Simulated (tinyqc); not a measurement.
From results back to parameters: Landau levels of a parabolic two-dimensional band. Two cases, with inputs chosen for the exercise.

Problem. Levels of opposite spin first coincide when |gs| muB B_total = hbar wc = 2 muB B_perp/m. The tilt angle of that coincidence was computed from a hidden g factor.

Find: |gs| m; |gs|.

Method. |gs| m = 2 cos(theta).

Case 1.

Values chosen (out of a larger set: near those of a two-dimensional electron gas in GaN; not measured data): m = 0.1926 m0 (mass).

theta = 79.850 degrees

Solution.

|gs| m = 0.3525
|gs| = 1.83

Case 2.

Values chosen (out of a larger set: near those of a two-dimensional electron gas in InAs; not measured data): m = 0.031 m0 (mass).

theta = 79.118 degrees

Solution.

|gs| m = 0.3776
|gs| = 12.18

Computed by tinyqc, one run a case: `OMP_NUM_THREADS=1 python tinyqc.py N N+1 out.jsonl` with N = 1250262, 1250506; one thread of a shared Intel(R) Xeon(R) Processor @ 2.30GHz, about 0.01 s a run at most.
